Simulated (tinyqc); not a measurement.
Thin-film transistor with exponential tail and deep states, accumulation layer: one step of the calculation.

An undoped film in accumulation, thicker than the space-charge layer. With band bending psi the Fermi level lies E0 - psi below the band edge. Free electrons n = n0 exp(psi/Vt) carry the current; electrons in two exponential distributions of traps, a = a0 exp(psi/Va) and d = d0 exp(psi/Vp), do not. Linear regime, ohmic contacts, traps in equilibrium.

Problem. Bulk densities. Va = kB Tt/q, Vp = kB Td/q; n0 = Nc exp(-E0/Vt), a0 = Nt th(T/Tt) exp(-E0/Va), d0 = Nd th(T/Td) exp(-E0/Vp), th(x) = pi x/sin(pi x).

Parameters, values chosen for the exercise; values close to those of amorphous indium gallium zinc oxide:
```
symbol,value,unit,meaning
T,270,K,temperature
Nc,5.1e18,cm^-3,density of extended states
Nt,3.5e18,cm^-3,total density of tail states
Tt,410,K,characteristic temperature of the tail
Nd,6.5e16,cm^-3,total density of deep states
Td,1680,K,characteristic temperature of the deep states
E0,0.51,eV,bulk Fermi level below the band edge
```

Constants: q = 1.602176634e-19 C, kB = 1.380649e-23 J/K, Vt = kB T/q. Results are converted to the units shown.

Give: Va; Vp; th(T/Tt); n0; a0; d0.

Solution.

Va = 0.035331 V
Vp = 0.14477 V
th(T/Tt) = 2.3550
n0 = 1.5417e9 cm^-3
a0 = 4.4367e12 cm^-3
d0 = 2.0026e15 cm^-3

Program tinyqc, `OMP_NUM_THREADS=1 python tinyqc.py 2610001 2610002 out.jsonl`; Intel Xeon 2.30GHz, shared host, one thread, about 0.01 s.
